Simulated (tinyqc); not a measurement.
Worked calculation: Hubbard chain of 2 sites. One step of it, computed by the program tinyqc.

Task: Mean-field iteration 1. H(up) = T + U n(down), H(down) = T + U n(up); fill the lowest levels; n(new) = n + mixing (n(out) - n); E = tr T (rho up + rho down) + U sum n_up n_down of the output.

one-body matrix (hopping and site energies) (eV):
```
           1          2
1   0.000000  -1.600000
2  -1.600000   0.000000
```

U = 2.600000 eV

electrons, up and down: 1  1

mixing = 0.200000

n(up) at the start (a guess, not normalised): 1 0.500000, 2 0.500000

n(down) at the start (a guess): 1 0.500000, 2 0.500000

Give: levels, up; levels, down; energy; n(up) after iteration 1; n(down) after iteration 1.

Result:

levels, up (eV): -0.300  2.900

levels, down (eV): -0.300  2.900

energy = -1.900 eV

n(up) after iteration 1: 1 0.500, 2 0.500

n(down) after iteration 1: 1 0.500, 2 0.500
